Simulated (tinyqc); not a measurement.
Changing the ion energy E: implant damage, amorphisation by cascade overlap, and solid-phase epitaxial regrowth. Computed by tinyqc, a small Python program. Command: `OMP_NUM_THREADS=1 python tinyqc.py 3113846 3113847 out.jsonl sper sweep`. One thread of a shared host (Intel(R) Xeon(R) Processor @ 2.30GHz), about 0.01 s of CPU time with the checks.

Range and width of the damage are inputs. Dynamic annealing enters only through the surviving share f.

Inputs (values chosen for the exercise, modelled on arsenic ions in germanium):
```
quantity                 value  unit
ion Z1                      33     -
ion mass M1               74.9     u
target Z2                   32     -
target mass M2           72.63     u
displacement energy E_d     16    eV
```

Constants: a_0 = 0.529177210903 angstrom; e^2/(4 pi eps_0) = 14.39964548 eV angstrom.

Method. Robinson partition: eps = E a M2/(Z1 Z2 (e^2/(4 pi eps_0)) (M1 + M2)), a = 0.8853 a_0/sqrt(Z1^(2/3) + Z2^(2/3)); k = 0.0793 Z1^(2/3) Z2^(1/2) (M1 + M2)^(3/2)/((Z1^(2/3) + Z2^(2/3))^(3/4) M1^(3/2) M2^(1/2)); damage energy T_d = E/(1 + k (eps + 0.40244 eps^(3/4) + 3.4008 eps^(1/6))); displacements nu = 0.8 T_d/(2 E_d).

One run for each value:
```
ion energy E (keV)    T_d/E  displacements per ion nu  reduced energy eps
1.0                 0.82856                      20.7              0.0034
2.0                 0.81089                      40.5              0.0067
4.2                 0.79000                      82.9              0.0141
8.5                 0.76780                     163.2              0.0286
17.0                0.74304                     315.8              0.0571
35.0                0.71292                     623.8              0.1176
72.0                0.67630                    1217.3              0.2420
150.0               0.62892                    2358.4              0.5041
300.0               0.57065                    4279.9              1.0082
```

Over the rows, T_d/E falls from 0.829 to 0.571 (exponent d ln y / d ln x -0.031 between the first rows and -0.14 between the last); displacements per ion nu rises from 20.7 to 4280 (exponent d ln y / d ln x 0.97 between the first rows and 0.86 between the last); reduced energy eps rises from 0.00336 to 1.01 (exponent d ln y / d ln x about 1.00 throughout). Electronic losses take a growing share as eps rises, so nu grows more slowly than E.
